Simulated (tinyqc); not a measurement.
Leakage through a gate insulator: direct, Fowler-Nordheim, trap-assisted and Poole-Frenkel currents: one step, computed by the program tinyqc. Command: `OMP_NUM_THREADS=1 python tinyqc.py 3016204 3016205 out.jsonl oxideleak walk`. One thread of a shared host (Intel(R) Xeon(R) Processor @ 2.30GHz), about 0.01 s of CPU time with the checks.

Electrons enter from the cathode Fermi level at x = 0; the conduction band of the insulator lies phi_b - e F x above it, F = V/t. WKB exponents use a parabolic band with mass m.

Task: One trap at several depths. For a level a distance phi(x) below the band, the WKB exponent is 2 int kappa dx with kappa = sqrt(m phi/(hbar^2/2m_0)); for a linear barrier from phi_1 down to phi_2 = max(phi_1 - e F d, 0) it is G = (4/3) sqrt(m/(hbar^2/2m_0)) (phi_1^(3/2) - phi_2^(3/2))/(e F). A trap at depth x lies phi_t below the band. Capture: tunnel at the cathode Fermi level from 0 to x (G_in from phi_1 = phi_b), rate nu_0 exp(-G_in - E_c/k_B T) with E_c = E_a + max(phi_b - phi_t - e F x, 0), the last term being the height of the trap above the cathode Fermi level. Emission: tunnel from the trap level to the anode (G_out from phi_1 = phi_t over t - x), rate nu_0 exp(-G_out - E_a/k_B T). Re-emission to the cathode follows from detailed balance, rate_back = rate_in exp(dE/k_B T) with dE = phi_b - phi_t - e F x. Each trap passes R = rate_in rate_out/(rate_in + rate_back + rate_out) electrons per second; filling from the anode is left out. Depths: t times 0.08, 0.2, 0.32, 0.44, 0.56, 0.68, 0.8 and 0.92, rounded to 0.01 nm.

Inputs (values chosen for the exercise, with an insulator like HfO2):
```
quantity                        value  unit
thickness t                       1.6    nm
barrier phi_b                    1.55    eV
tunnelling mass m                0.19   m_0
voltage across the insulator V   0.63     V
trap depth phi_t                  1.3    eV
attempt rate nu_0               3e+13   1/s
activation of capture E_a        0.19    eV
temperature T                     300     K
```

Constants: k_B = 8.617333262e-05 eV/K; hbar^2/(2 m_0) = 3.80998212 eV angstrom^2.

Give: Rates.

Result:

Rates:
```
x (nm)    G_in   G_out  E_c (eV)  rate in (1/s)  rate back (1/s)  rate out (1/s)     R (1/s)
0.13    0.7169  6.5772   0.38881     4.3056e+06       9.4175e+09      2.6842e+07  1.2232e+04
0.32    1.7427  5.8382   0.31400     2.7881e+07       3.3762e+09      5.6205e+07  4.5288e+05
0.51    2.7419  5.0635   0.23919     1.8542e+08       1.2430e+09      1.2195e+08  1.4585e+07
0.70    3.7138  4.2549   0.19000     4.7031e+08       1.7454e+08      2.7377e+08  1.4016e+08
0.90    4.7064  3.3684   0.19000     1.7430e+08       3.0751e+06      6.6432e+08  1.3757e+08
1.09    5.6196  2.4941   0.19000     6.9933e+07       6.8307e+04      1.5926e+09  6.6989e+07
1.28    6.5029  1.5894   0.19000     2.8914e+07       1.5635e+03      3.9354e+09  2.8703e+07
1.47    7.3551  0.6554   0.19000     1.2331e+07       3.6914e+01      1.0014e+10  1.2316e+07
```

The most effective of these traps sits at 0.7 nm, 44 % of the way; where rate back exceeds rate out, re-emission drains the trap, and elsewhere the slower forward step limits R; the best depth is near where rate in and rate out cross.
